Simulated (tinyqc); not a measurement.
Worked calculation: lattice vibrations of a chain. One step of it, computed by the program tinyqc.

Task: Dynamical matrix at q = 0.4. q is in units of 2 pi/a. A spring k from atom i to atom j, n cells on, adds k to Phi_ii and Phi_jj, -k exp(2 pi i q n) to Phi_ij and the conjugate to Phi_ji (for one atom a cell: 2k (1 - cos 2 pi q n)); D_ij = Phi_ij / sqrt(m_i m_j).

A chain moving along its axis:
```
atom                mass (u)  spring to the next atom (eV/angstrom^2)
1                  17.800000                                25.800000
2                  34.300000                                16.600000
second neighbours          -                                 0.700000
```

Give: D(q).

Result:

D(q) (eV/(angstrom^2 u)):
```
                 1                2
1           2.5243  -0.5006+0.3949i
2  -0.5006-0.3949i           1.3100
```
